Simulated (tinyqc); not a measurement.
## Weibull slope from two areas

Problem. Oxide breakdown times follow a Weibull law, F = 1 - exp(-(t/t63)^beta). For defects spread at random t63 goes as A^(-1/beta). Find beta and the time at which the share Fp of the area-A2 devices has failed, t63(A2) (-ln(1 - Fp))^(1/beta).

Parameters, values chosen for the exercise: area of a test capacitor A1 = 3 um^2; gate area of the product A2 = 2.1e6 um^2; allowed share of failed products Fp = 0.0001.

t63 at the areas A1 and A2 (s): 480  3.2839014

Answer. beta = ln(A2/A1)/ln(t63(A1)/t63(A2)).

beta = 2.700
time to Fp = 0.1084 s

Numbers from tinyqc (`OMP_NUM_THREADS=1 python tinyqc.py 2070076 2070077 out.jsonl`; about 0.01 s on one thread of a shared Intel Xeon 2.30GHz).
